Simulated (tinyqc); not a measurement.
Trench capacitor in an array: capacitance, non-linearity, leakage and relaxation: one step of the calculation.

A film between two metal electrodes, each interface adding a series capacitance ci. The small-signal permittivity is ek (1 + aq E^2); the field is found with the linear permittivity. Leakage J = J0 sinh(E/Ef). After a voltage step the film passes a relaxation current kr C V tt^(-nr), tt being the time in seconds. The sidewall is a coaxial capacitor with radii a = dm/2 - t and b = dm/2, depth AR dm; the end face is left out.

Question. Cell capacitance, fields and time constant. Per length 1/c = ln(b/a)/(2 pi eps0 ek) + (1/a + 1/b)/(2 pi ci); cell capacitance c AR dm; per footprint over pt^2; fields c V/(2 pi eps0 ek r) at r = a and b; resistance of the inner electrode rho AR dm/(pi a^2); time constant R C/3 of the distributed line.

Parameters, values chosen for the exercise; permittivity of the order of that of aluminium oxide:
- ek = 8.47 (relative permittivity of the film)
- t = 4.1 nm (film thickness)
- ci = 290 uF/cm^2 (capacitance of each electrode interface (dead layer and screening))
- V = 0.8 V (bias)
- dm = 18 nm (diameter of the hole)
- AR = 20 (aspect ratio, depth over diameter)
- pt = 27 nm (pitch of the square array)
- rho = 150 uohm cm (resistivity of the inner electrode)

Constants: eps0 = 8.8541878128e-14 F/cm where lengths are in cm. Results are converted to the units shown.

Give: a; b; cell capacitance; capacitance per footprint; field at a; field at b; R; R C/3.

Answer.

a = 4.9000 nm
b = 9.0000 nm
cell capacitance = 0.27532 fF
capacitance per footprint = 37.767 uF/cm^2
field at a = 2.6498 MV/cm
field at b = 1.4427 MV/cm
R = 7.1590 kohm
R C/3 = 0.65700 ps

The array gives 20.9 times the planar capacitance per footprint; curvature makes the field at the inner electrode 1.38 times the planar value.

Computed by the program tinyqc: `OMP_NUM_THREADS=1 python tinyqc.py 2102193 2102194 out.jsonl`, one thread of a shared Intel Xeon 2.30GHz, about 0.01 s for the whole run.
